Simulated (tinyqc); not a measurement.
Inside a calculation. Model: resistance of a source-drain extension with a graded tip.

Program tinyqc, `OMP_NUM_THREADS=1 python tinyqc.py 2282145 2282146 out.jsonl`; Intel Xeon 2.30GHz, shared host, one thread, about 0.05 s. Printed values are rounded.

y runs along the channel, the gate covers y > 0. The doping is N0 for y < y0 and N0 10^(-(y - y0)/la) beyond, uniform over the depth xj. Sheet conductance s(y) = q mu(N) max(N - Nch, 0) xj + (for y > 0) ma Cox Vo, with mu(N) = u0 + (u1 - u0)/(1 + (N/Nr)^au) and Cox = eps0 eox/tox. Current is taken as one-dimensional; depletion of the tip, spreading and the contact are left out. The metallurgical junction lies at yj, where N = Nch.

Values chosen for this exercise; mobility law close to that of holes in silicon:
- eox = 3.9 (relative permittivity of the gate insulator (close to silicon dioxide))
- tox = 2.7 nm (insulator thickness)
- N0 = 2.1e20 cm^-3 (active doping of the extension far from the gate)
- la = 4.1 nm/decade (lateral abruptness)
- y0 = 0.5 nm (position under the gate where the fall begins (gate edge at 0))
- xj = 9 nm (depth of the extension)
- Nch = 2.5e18 cm^-3 (channel doping)
- Vo = 0.49 V (gate overdrive)
- ma = 48 cm^2/(V s) (mobility of the gate-induced layer)
- u1 = 470.5 cm^2/(V s) (mobility at low doping)
- u0 = 44.9 cm^2/(V s) (mobility at high doping)
- Nr = 2.23e17 cm^-3 (reference doping)
- au = 0.719 (exponent)
- Lg = 60 nm (gate length)

Constants: q = 1.602176634e-19 C, eps0 = 8.8541878128e-14 F/cm where lengths are in cm. Results are converted to the units shown.

## Sheet resistances and junction position

yj = y0 + la log10(N0/Nch); sheet resistance of the full extension 1/[q mu(N0)(N0 - Nch) xj] and of the gate-induced layer 1/(ma Cox Vo); metallurgical length Lg - 2 yj; ye is where the doped and the gate-induced conductances are equal.

yj = 8.38955 nm
sheet resistance of the extension = 696.673 ohm/square
sheet resistance of the induced layer = 33244.0 ohm/square
metallurgical length = 43.2209 nm
ye = 7.18672 nm
N at ye = 4.91259e18 cm^-3

The gate takes over 1.20 nm before the junction, where N is still 1.97 times the channel doping.

## Resistance of the overlapped part

Midpoint rule on 12 equal steps from 0 to yj: R_ov = sum h/s(y), per width.

```
point,y (nm),N (cm^-3),doped conductance (uS),sheet resistance (ohm/square)
0,0.349564,2.1e20,1435.39,682.373
1,1.04869,1.54309e20,1066.68,911.772
2,1.74782,1.04201e20,732.698,1311.00
3,2.44695,7.03644e19,504.830,1869.47
4,3.14608,4.75154e19,348.727,2639.86
5,3.84521,3.20859e19,241.142,3687.00
6,4.54434,2.16668e19,166.324,5091.54
7,5.24347,1.46311e19,113.578,6960.97
8,5.94259,9.88001e18,75.6206,9460.63
9,6.64172,6.67172e18,47.4692,12894.9
10,7.34085,4.50525e18,25.6938,17929.3
11,8.03998,3.04228e18,7.92109,26314.6
```

R_ov = 62.749 ohm um

The exact integral is 63.226 ohm um; the coarse sum is 0.75 % below it.
